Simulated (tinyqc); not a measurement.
Valley splitting in a one-orbital chain of atomic planes (second-neighbour model): one step. Levels and the valley doublet. Five cases, with inputs chosen for the exercise.

Problem. Diagonalise H. The two lowest levels are the doublet made from the valleys at +k0 and -k0; give their splitting, the weights of the lowest state, and its parity under reversal of the planes.

Give: levels; splitting; weights on the planes; parity of the lowest state.

Case 1.

H (eV):
```
           1         2         3         4         5         6         7         8         9        10
1   1.259211  0.501635  0.574891         0         0         0         0         0         0         0
2   0.501635  1.259211  0.501635  0.574891         0         0         0         0         0         0
3   0.574891  0.501635  1.259211  0.501635  0.574891         0         0         0         0         0
4          0  0.574891  0.501635  1.259211  0.501635  0.574891         0         0         0         0
5          0         0  0.574891  0.501635  1.259211  0.501635  0.574891         0         0         0
6          0         0         0  0.574891  0.501635  1.259211  0.501635  0.574891         0         0
7          0         0         0         0  0.574891  0.501635  1.259211  0.501635  0.574891         0
8          0         0         0         0         0  0.574891  0.501635  1.259211  0.501635  0.574891
9          0         0         0         0         0         0  0.574891  0.501635  1.259211  0.501635
10         0         0         0         0         0         0         0  0.574891  0.501635  1.259211
```

Solution.

levels (eV): 0.1369  0.1561  0.5312  0.5447  0.9840  1.1348  1.3164  1.9157  2.6615  3.2108

splitting = 19.13 meV

weights on the planes: 0.058  0.001  0.192  0.059  0.189  0.189  0.059  0.192  0.001  0.058

parity of the lowest state: odd

The mean of the doublet lies 0.1465 eV above the bulk minimum, and level 3 lies 0.3847 eV above that mean; the weights oscillate from plane to plane because the two valleys interfere.

Case 2.

H (eV):
```
          1         2         3         4         5         6         7         8         9
1  1.382610  0.662250  0.599923         0         0         0         0         0         0
2  0.662250  1.382610  0.662250  0.599923         0         0         0         0         0
3  0.599923  0.662250  1.382610  0.662250  0.599923         0         0         0         0
4         0  0.599923  0.662250  1.382610  0.662250  0.599923         0         0         0
5         0         0  0.599923  0.662250  1.382610  0.662250  0.599923         0         0
6         0         0         0  0.599923  0.662250  1.382610  0.662250  0.599923         0
7         0         0         0         0  0.599923  0.662250  1.382610  0.662250  0.599923
8         0         0         0         0         0  0.599923  0.662250  1.382610  0.662250
9         0         0         0         0         0         0  0.599923  0.662250  1.382610
```

Solution.

levels (eV): 0.1466  0.2115  0.5425  0.7123  1.1219  1.1413  1.9951  2.9304  3.6420

splitting = 64.94 meV

weights on the planes: 0.074  0.064  0.079  0.283  0.000  0.283  0.079  0.064  0.074

parity of the lowest state: odd

The mean of the doublet lies 0.1791 eV above the bulk minimum, and level 3 lies 0.3635 eV above that mean; the weights oscillate from plane to plane because the two valleys interfere.

Case 3.

H (eV):
```
          1         2         3         4         5         6         7         8
1  1.289411  0.542847  0.581343         0         0         0         0         0
2  0.542847  1.289411  0.542847  0.581343         0         0         0         0
3  0.581343  0.542847  1.289411  0.542847  0.581343         0         0         0
4         0  0.581343  0.542847  1.289411  0.542847  0.581343         0         0
5         0         0  0.581343  0.542847  1.289411  0.542847  0.581343         0
6         0         0         0  0.581343  0.542847  1.289411  0.542847  0.581343
7         0         0         0         0  0.581343  0.542847  1.289411  0.542847
8         0         0         0         0         0  0.581343  0.542847  1.289411
```

Solution.

levels (eV): 0.1852  0.2355  0.7082  0.7591  1.2097  1.5173  2.4613  3.2389

splitting = 50.36 meV

weights on the planes: 0.099  0.012  0.246  0.142  0.142  0.246  0.012  0.099

parity of the lowest state: even

The mean of the doublet lies 0.2104 eV above the bulk minimum, and level 3 lies 0.4979 eV above that mean; the weights oscillate from plane to plane because the two valleys interfere.

Case 4.

H (eV):
```
          1         2         3         4         5         6         7         8         9
1  1.272098  0.464359  0.590395         0         0         0         0         0         0
2  0.464359  1.272098  0.464359  0.590395         0         0         0         0         0
3  0.590395  0.464359  1.272098  0.464359  0.590395         0         0         0         0
4         0  0.590395  0.464359  1.272098  0.464359  0.590395         0         0         0
5         0         0  0.590395  0.464359  1.272098  0.464359  0.590395         0         0
6         0         0         0  0.590395  0.464359  1.272098  0.464359  0.590395         0
7         0         0         0         0  0.590395  0.464359  1.272098  0.464359  0.590395
8         0         0         0         0         0  0.590395  0.464359  1.272098  0.464359
9         0         0         0         0         0         0  0.590395  0.464359  1.272098
```

Solution.

levels (eV): 0.1608  0.2025  0.5744  0.7573  1.0828  1.3542  1.6795  2.4971  3.1402

splitting = 41.71 meV

weights on the planes: 0.062  0.086  0.056  0.296  0.000  0.296  0.056  0.086  0.062

parity of the lowest state: odd

The mean of the doublet lies 0.1816 eV above the bulk minimum, and level 3 lies 0.3928 eV above that mean; the weights oscillate from plane to plane because the two valleys interfere.

Case 5.

H (eV):
```
           1         2         3         4         5         6         7         8         9        10
1   1.381207  0.692512  0.588790         0         0         0         0         0         0         0
2   0.692512  1.381207  0.692512  0.588790         0         0         0         0         0         0
3   0.588790  0.692512  1.381207  0.692512  0.588790         0         0         0         0         0
4          0  0.588790  0.692512  1.381207  0.692512  0.588790         0         0         0         0
5          0         0  0.588790  0.692512  1.381207  0.692512  0.588790         0         0         0
6          0         0         0  0.588790  0.692512  1.381207  0.692512  0.588790         0         0
7          0         0         0         0  0.588790  0.692512  1.381207  0.692512  0.588790         0
8          0         0         0         0         0  0.588790  0.692512  1.381207  0.692512  0.588790
9          0         0         0         0         0         0  0.588790  0.692512  1.381207  0.692512
10         0         0         0         0         0         0         0  0.588790  0.692512  1.381207
```

Solution.

levels (eV): 0.1312  0.1574  0.4624  0.6011  0.8663  1.0515  1.4272  2.2777  3.1150  3.7223

splitting = 26.24 meV

weights on the planes: 0.040  0.104  0.002  0.253  0.101  0.101  0.253  0.002  0.104  0.040

parity of the lowest state: even

The mean of the doublet lies 0.1443 eV above the bulk minimum, and level 3 lies 0.3182 eV above that mean; the weights oscillate from plane to plane because the two valleys interfere.

Computed by tinyqc, one run a case: `OMP_NUM_THREADS=1 python tinyqc.py N N+1 out.jsonl` with N = 1480007, 1480016, 1480036, 1480204, 1480296; one thread of a shared Intel(R) Xeon(R) Processor @ 2.30GHz, about 0.02 s a run at most.
